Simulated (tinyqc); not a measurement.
Ten-year voltage from two stress tests.

Question. Lifetimes follow tau = t0 exp(B/Vd). Ten years are 3.15576e8 s. Find B, t0 and the drain voltage for ten years.

lifetimes at Vd = 2 and 2.2 V (s): 30000  277.864748

Solution. ln(tau) is linear in 1/Vd.

B = 103.0 V
t0 = 1.291e-18 s
ten-year voltage = 1.695 V

Computed by the program tinyqc: `OMP_NUM_THREADS=1 python tinyqc.py 2550155 2550156 out.jsonl`, one thread of a shared Intel Xeon 2.30GHz, about 0.01 s for the whole run.
